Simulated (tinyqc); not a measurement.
# Random telegraph noise from one oxide trap in a small MOSFET: what changes with what

An acceptor-like trap exchanges electrons with the channel. Inversion charge Q = Cox u, u = n Vt W0(exp((Vg - VT)/(n Vt))), W0 the Lambert function, n = nf, Cox = eps0 eox/tox; linear regime Id = (W/L) mu Q Vd. Relative to threshold the surface potential rises by Vt ln(u/u0) and the oxide voltage by the rest of Vg - VT, with u0 = n Vt W0(1).

Values chosen for this exercise; values of the order met in silicon transistors: temperature T = 200 K; relative permittivity of the gate insulator (close to silicon dioxide) eox = 3.9; insulator thickness tox = 1.2 nm; depth of the trap from the channel interface xt = 0.35 nm; trap level above the channel Fermi level at threshold E0 = 0.09 eV; capture prefactor s0 = 1e-17 cm^2; capture barrier (lattice relaxation) EB = 0.32 eV; tunnelling decay length lt = 0.12 nm; thermal velocity vth = 1.2e7 cm/s; thickness of the inversion layer zi = 2.1 nm; threshold voltage VT = 0.28 V; body factor nf = 1.14; gate width W = 47 nm; gate length L = 110 nm; mobility mu = 200 cm^2/(V s); scattering coefficient of the charged trap asc = 0 V s; drain voltage Vd = 0.05 V; gate voltage Vg = 0.48 V.

Constants: q = 1.602176634e-19 C, kB = 1.380649e-23 J/K, Vt = kB T/q, eps0 = 8.8541878128e-14 F/cm where lengths are in cm. Results are converted to the units shown.

Each table varies one quantity; the others keep the values above.

## Time constants and noise against gate voltage

N = Cox u/q; dpsi = Vt ln(u/u0); E = E0 - dpsi - (xt/tox)(Vg - VT - dpsi); capture time tc = 1/[(N/zi) vth s0 exp(-xt/lt - EB/Vt)]; emission time te = tc exp(-E/Vt); occupancy te/(tc + te). A = W L; threshold step dV = q (1 - xt/tox)/(Cox A); gm/Id = 1/(u + n Vt); relative step dI/I = (gm/Id) dV + asc mu/A. fc = (1/tc + 1/te)/(2 pi); rms = (dI/I) sqrt(tc te)/(tc + te).

Results:
```
Vg (V)	E (eV)	tc (s)	te (s)	occupancy	dI/I (%)	fc (Hz)	rms dI/I (%)
0.24	0.12102	91.285	0.081458	8.9155e-4	3.4783	1.9556	0.10381
0.36	0.046413	3.5608	0.24098	0.063386	0.97555	0.70515	0.23770
0.42	0.021581	1.9530	0.55832	0.22232	0.60353	0.36656	0.25095
0.48	-7.7747e-4	1.3118	1.3723	0.51128	0.42718	0.23731	0.21353
0.54	-0.021862	0.97803	3.4773	0.78048	0.32767	0.20850	0.13563
0.6	-0.042185	0.77611	8.9728	0.92039	0.26463	0.22281	0.071632
0.66	-0.062006	0.64170	23.433	0.97334	0.22141	0.25481	0.035664
0.72	-0.081474	0.54616	61.713	0.99123	0.19006	0.29399	0.017723
```

Estimate the missing row, Vg = 0.3 V.

Computed row:
```
Vg (V)	E (eV)	tc (s)	te (s)	occupancy	dI/I (%)	fc (Hz)	rms dI/I (%)
0.3	0.077134	10.516	0.11972	0.011256	1.9326	1.3445	0.20388
```

With this row back in the table: tc falls from 91.3 to 0.546 s as the channel fills and te rises from 0.0815 to 61.7 s; they are equal at Vg = 0.478 V, where E = 0. The rms noise goes from 0.104 through a maximum of 0.251 (at Vg = 0.42 V among the rows listed) to 0.0177 %. The slope -Vt d ln(tc/te)/dVg is 0.731 between the first two rows and 0.324 between the last two; it tends to xt/tox = 0.292 only when the surface potential stops moving.

## Effect of the capture barrier

Same model as above.

The same in every row: E (eV) = -7.775e-4; occupancy = 0.5113; dI/I (%) = 0.4272; rms dI/I (%) = 0.2135.

Effect of the capture barrier:
```
EB (eV)	tc (s)	te (s)	fc (Hz)
0.1	3.751e-6	3.924e-6	8.300e4
0.2	0.001242	0.001299	250.7
0.3	0.4110	0.4300	0.7573
0.4	136.1	142.4	0.002288
0.5	4.505e4	4.712e4	6.910e-6
0.6	1.491e7	1.560e7	2.087e-8
0.7	4.937e9	5.164e9	6.306e-11
```

As EB goes from 0.1 to 0.7, tc rises from 3.75e-6 to 4.94e9 s, te rises from 3.92e-6 to 5.16e9 s and dI/I stays at 0.427 %. The barrier scales both times alike and leaves the occupancy unchanged.

Range of the model: VT is taken as given; short-channel effects and the uneven flow of current among few electrons are left out.

Numbers from tinyqc (`OMP_NUM_THREADS=1 python tinyqc.py 2710053 2710054 out.jsonl`; about 0.01 s on one thread of a shared Intel Xeon 2.30GHz).
